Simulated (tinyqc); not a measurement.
Tight binding, honeycomb lattice, step by step. One step of it, computed by the program tinyqc.

Problem. Levels at k. Diagonalise the Hermitian matrix.

H(k) at k (eV), order A, B:
```
[[1.024313, -3.308746-0.720764i],
 [-3.308746+0.720764i, -0.773007]]
```

Give: eigenvalues; weights |c|^2 of the basis functions.

Solution.

eigenvalues (eV): [-3.378, 3.629]

weights |c|^2 of the basis functions, order A, B:
```
[[0.372, 0.628],
 [0.628, 0.372]]
```
